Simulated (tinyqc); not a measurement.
## In-plane mass from two subband densities

Problem. At zero temperature each occupied subband holds N_k = D (EF - E_k), D = 2 md m0 q/(pi hbar^2) per eV (two valleys). Two subbands are occupied. Find md, EF - E1 and EF - E2.

Constants: q = 1.602176634e-19 C, hbar = 1.054571817e-34 J s, m0 = 9.1093837015e-31 kg. Results are converted to the units shown.

N1, N2 (cm^-2): 8.2335189e12  5.3e10
E2 - E1 = 53.8 meV

Solution. N1 - N2 = D (E2 - E1) gives D and so md; each N_k/D is a distance to EF.

md = 0.182 m0
EF - E1 = 54.1 meV
EF - E2 = 0.349 meV

tinyqc, about 0.1 s, one thread, Intel Xeon 2.30GHz (shared host): `OMP_NUM_THREADS=1 python tinyqc.py 2140008 2140009 out.jsonl`
